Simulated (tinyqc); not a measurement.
From results back to parameters: Kronig-Penney superlattice by transfer matrices. Three cases, with inputs chosen for the exercise.

Problem. The bottom of the first miniband was computed from a hidden barrier width b.

Wells (width a, potential 0, mass mw) alternate with barriers (width b, height V0, mass mb); period d = a + b; c = hbar^2/2m0. The vector (psi, psi'/m) is continuous, and a layer of thickness t carries it by M = [[cos kt, (m/k) sin kt], [-(k/m) sin kt, cos kt]] with k = sqrt(m (E - V)/c); for E < V, k = i kappa gives [[cosh, (m/kappa) sinh], [(kappa/m) sinh, cosh]] of kappa t. A Bloch state obeys cos(q d) = tr(Mb Mw)/2.

Constants: hbar^2/2m0 = 3.80998211 eV angstrom^2.

Case 1.

Values chosen (near those of an InGaAs superlattice with barriers of InP; the results hold for these values, not for the real material): a = 158 angstrom (well width); V0 = 0.239 eV (barrier height); mw = 0.04 m0 (mass in the wells); mb = 0.0774 m0 (mass in the barriers).

bottom of band 1 = 0.0196430 eV

Case 2.

Values chosen (near those of a GaAs superlattice with barriers of AlGaAs; the results hold for these values, not for the real material): a = 58 angstrom (well width); V0 = 0.146 eV (barrier height); mw = 0.0678 m0 (mass in the wells); mb = 0.0819 m0 (mass in the barriers).

bottom of band 1 = 0.0437879 eV

Case 3.

Values chosen (near those of a GaAs superlattice with barriers of AlGaAs; the results hold for these values, not for the real material): a = 170 angstrom (well width); V0 = 0.121 eV (barrier height); mw = 0.0663 m0 (mass in the wells); mb = 0.0795 m0 (mass in the barriers).

bottom of band 1 = 0.0091277 eV

Find: k; kappa; tanh(kappa b/2); b.

Solution. At q = 0 the lowest state is even about the centres of well and barrier: cos(kz) joins cosh, so (k/mw) tan(k a/2) = (kappa/mb) tanh(kappa b/2), which gives b.

Case 1.

k = 0.01436 1/angstrom
kappa = 0.06676 1/angstrom
tanh(kappa b/2) = 0.8927
b = 43.0 angstrom

Case 2.

k = 0.02791 1/angstrom
kappa = 0.04687 1/angstrom
tanh(kappa b/2) = 0.7549
b = 42.0 angstrom

Case 3.

k = 0.01260 1/angstrom
kappa = 0.04832 1/angstrom
tanh(kappa b/2) = 0.5732
b = 27.0 angstrom

Computed by tinyqc, one run a case: `OMP_NUM_THREADS=1 python tinyqc.py N N+1 out.jsonl` with N = 1250224, 1250254, 1250329; one thread of a shared Intel(R) Xeon(R) Processor @ 2.30GHz, about 0.2 s a run at most.
